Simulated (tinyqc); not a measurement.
Electron continuity equation in a given potential, Scharfetter-Gummel discretisation: current and errors against the applied potential.

Steady state in one dimension: J = q mu n E + q D dn/dx with E = -dpsi/dx and D = mu Vt, dJ/dx = 0, fixed densities nL and nR at the ends. The potential is given, psi = U (x/L)^2, and is not changed by the electrons.

8 equal intervals. Fluxes J_i = (q D/h)(n_(i+1) P_i - n_i Q_i), d_i = (psi_(i+1) - psi_i)/Vt: Scharfetter-Gummel P = B(d), Q = B(-d), B(d) = d/(exp(d) - 1); central P = 1 - d/2, Q = 1 + d/2; upwind P = 1 + max(-d, 0), Q = 1 + max(d, 0). Balance at each inner node: J_i - J_(i-1) = 0. The reference is Scharfetter-Gummel on 4000 intervals or more. Errors are those of J on the first interval against the reference at its midpoint; errors under 1e-6 % are printed as 0.

Inputs (values chosen for the exercise); mobility that of a made-up semiconductor:
```
symbol,value,unit,meaning
T,300,K,temperature
mu,1200,cm^2/(V s),electron mobility
L,3.8,um,length of the region
nL,1e12,cm^-3,density at x = 0
nR,0,cm^-3,density at x = L
```

Constants: q = 1.602176634e-19 C, kB = 1.380649e-23 J/K, Vt = kB T/q. Results are converted to the units shown.

Result of one run:
columns A: largest |d|; B: reference J (A/cm^2); C: SG error (%); D: central error (%); E: upwind error (%); F: most negative central n (cm^-3), 0 if none
```
A              B      C      D     E  F
1.904  -5.836e-5  -1.98  -95.3  1510  0
```

Which potential difference psi(L) - psi(0) U gave this result: -0.041, -0.21, -0.31 or -0.45 V?

U = -0.21 V.

The whole series:
columns A: U (V); B: largest |d|; C: reference J (A/cm^2); D: SG error (%); E: central error (%); F: upwind error (%); G: most negative central n (cm^-3), 0 if none
```
A             B          C       D       E       F        G
-0.01   0.09066   -0.01142  -0.101  -0.133    2.77        0
-0.041   0.3717  -0.006833  -0.411   -1.41    19.3        0
-0.1     0.9066  -0.001744  -0.991   -15.0     118        0
-0.21     1.904  -5.836e-5   -1.98   -95.3    1510        0
-0.31     2.810  -1.854e-6   -2.73    -112  1.64e4  -4.37e7
-0.45     4.080  -1.217e-8   -3.54  1.03e4  6.68e5  -1.56e8
```

The reference current rises from -0.0114 to -1.22e-8 A/cm^2. The largest errors in size are 3.5 % (Scharfetter-Gummel), 10000 % (central) and 6.7e5 % (upwind). Central differences give negative densities for U = -0.31, -0.45 V; these rows have |d| above 2, which makes negative values possible though not certain.

tinyqc, about 0.01 s, one thread, Intel Xeon 2.30GHz (shared host): `OMP_NUM_THREADS=1 python tinyqc.py 2220064 2220065 out.jsonl`
